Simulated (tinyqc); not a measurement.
Inside a calculation. Model: elastic strain and critical thickness of a cubic alloy layer A(1-x)B(x) on a thick substrate. Computed by tinyqc, a small Python program that keeps every step. Command: `OMP_NUM_THREADS=1 python tinyqc.py 3011774 3011775 out.jsonl misfit walk`. One thread of a shared host (Intel(R) Xeon(R) Processor @ 2.30GHz), about 0.01 s of CPU time with the checks. Intermediate numbers are printed to about 6 digits and carried at full precision; extremes and crossings named in words are read from the listed rows.

Strain is positive in tension. The layer is coherent with the substrate unless said otherwise.

Inputs (values chosen for the exercise, modelled on Ga(1-x)In(x)As on InP):
```
quantity                                 value        unit
fraction x of B                           0.34           -
lattice constant a_A                     5.653    angstrom
lattice constant a_B                     6.058    angstrom
substrate lattice constant a_S           5.869    angstrom
layer thickness h                          5.8          nm
biaxial modulus of the substrate M_S       104         GPa
substrate thickness t_S                    350  micrometre
wafer diameter W                           100          mm
X-ray wavelength                      1.540593    angstrom
start of the iteration h0/b               1000           -
```

Growth plane: (001). Layer: buried under a thick cap. Misfit dislocation: edge.

C11, C12, C44 of A (GPa): 118  53.5  60.34

C11, C12, C44 of B (GPa): 84.1  44.65  38.82

## Alloy by Vegard's rule, and misfit

a = (1 - x) a_A + x a_B, the same rule for each C_ij; misfit f = (a_S - a)/a, the in-plane strain of the coherent layer.

free lattice constant a = 5.7907 angstrom

elastic constants (GPa): C11 106.4740, C12 50.4910, C44 53.0232

misfit f = 0.0135217

The layer is stretched in the plane by 1.35 %.

## Biaxial strain, stress and energy

(001): D = 2 C12/C11, M = C11 + C12 - 2 C12^2/C11. The free surface carries no normal stress, so e_perp = -D f; dV/V = 2 f + e_perp; stress = M f; energy per area = M f^2 h (1 GPa nm = 1 J/m^2).

ratio D = 0.948419

normal strain e_perp = -0.0128242

volume strain dV/V = 0.0142191

biaxial modulus M = 109.078 GPa

in-plane stress = 1.47492 GPa

strain energy per area = 0.115672 J/m^2

## Symmetric X-ray reflection

Reflection 004: d = a_perp/sqrt(16), with a_perp = a (1 + e_perp) for the coherent layer, a for the relaxed layer and a_S for the substrate; sin(theta) = lambda/(2 d).

Bragg angles:
```
crystal         a_perp (angstrom)  theta (degrees)  from substrate (arcsec)
substrate                 5.86900          31.6678                     0.00
coherent layer            5.71644          32.6159                  3413.15
relaxed layer             5.79070          32.1469                  1724.85
```

peak separation of the coherent layer = 3413.15 arcsec

The coherent layer lies 1.98 times as far from the substrate peak as a relaxed one, about 1 + D = 1.95: reading its peak as relaxed would overstate the mismatch by that factor.

## Isotropic constants and the prefactor A

Voigt averages: G = (C11 - C12 + 3 C44)/5, B = (C11 + 2 C12)/3, nu = (3 B - 2 G)/(2 (3 B + G)); b = a/sqrt(2). Edge dislocation with b in the interface: cos alpha = 0, cos lambda = 1. Matthews-Blakeslee: h_c = A [ln(h_c/b) + 1], A = b (1 - nu cos^2 alpha)/(4 pi |f| (1 + nu) cos lambda), the factor 4 pi being that of a buried layer, with a dislocation at both interfaces.

shear modulus G = 43.01052 GPa

Poisson ratio nu = 0.242418

Burgers vector b = 0.409464 nm

prefactor A = 1.93958 nm

## Critical thickness by fixed-point iteration

Start at h0, put the right side back in, and stop when the change is below 1e-9 h or h turns negative.

Iteration:
```
step  h in (nm)  h out (nm)   change (nm)
1       409.464     15.3377  -3.94127e+02
2        15.338      8.9671  -6.37062e+00
3         8.967      7.9260  -1.04107e+00
4         7.926      7.6867  -2.39365e-01
5         7.687      7.6272  -5.94776e-02
6         7.627      7.6121  -1.50664e-02
7         7.612      7.6083  -3.83514e-03
...         ...         ...           ...
11        7.607      7.6070  -1.62001e-05
12        7.607      7.6070  -4.13058e-06
13        7.607      7.6070  -1.05319e-06
14        7.607      7.6070  -2.68536e-07
15        7.607      7.6070  -6.84695e-08
16        7.607      7.6070  -1.74579e-08
17        7.607      7.6070  -4.45132e-09
```

critical thickness h_c (Matthews-Blakeslee) = 7.60698 nm

Converged; near the root each step shrinks the error by A/h_c = 0.255. h_c is 18.6 Burgers vectors. Caution: an edge dislocation with b in the interface cannot reach it by glide, so the force balance is formal for it.

## Equilibrium strain at the thickness h

For h > h_c the same force balance gives the strain left, |e| = |f| A [ln(h/b) + 1]/h, and below h_c e = f; relaxation = 1 - e/f; dislocations per length across each line direction = (|f| - |e|)/(b cos lambda).

strain left e = 0.0135217

relaxation = 0 %

dislocation line density = 0 1/micrometre

h is 0.76 h_c: the coherent layer is stable.

## Wafer curvature of the coherent layer

Stoney: curvature = 6 |stress| h/(M_S t_S^2); radius = 1/curvature; bow = curvature W^2/8.

curvature = 0.00402883 1/m

radius of curvature = 248.211 m

bow = 5.03604 micrometre

## Force balance against energy balance

People-Bean: h_c = P ln(h_c/b), P = (1 - nu)/(1 + nu) b^2/(16 pi sqrt(2) a f^2). The misfit is scaled by 0.25, 0.4, 0.6, 1, 1.5, 2.2 at fixed a, b and nu; the upper root is taken, and rows with A < 1.3 b or P < 3 b, where the roots shrink to the core size or vanish, are left out.

Critical thickness:
```
|f| (%)  Matthews-Blakeslee (nm)  People-Bean (nm)    ratio
0.33804                  44.0543           1826.29  41.4553
0.54087                  24.7351            621.94  25.1440
0.81130                  14.8381            240.58  16.2137
1.35217                   7.6070             69.80   9.1758
2.02825                   4.3481             24.77   5.6961
2.97477                   2.4638              8.52   3.4573
```

The exponents d ln h_c/d ln f are -1.23 and -2.29 between the first rows, steeper than the -1 and -2 of the prefactors because of the logarithm. The ratio falls from 41.5 to 3.46 as the misfit grows. Where People-Bean lies above, a layer between the lines is metastable: dislocations would lower the energy but have to be nucleated. People-Bean has no form for a buried layer. Above about 2 % misfit islands may come first.

Checks made by the program: D and M against the full stiffness tensor (relative difference below 1e-10); h_c against the Lambert function, -A W_(-1)(-b/(A e)) (relative difference 2e-10).
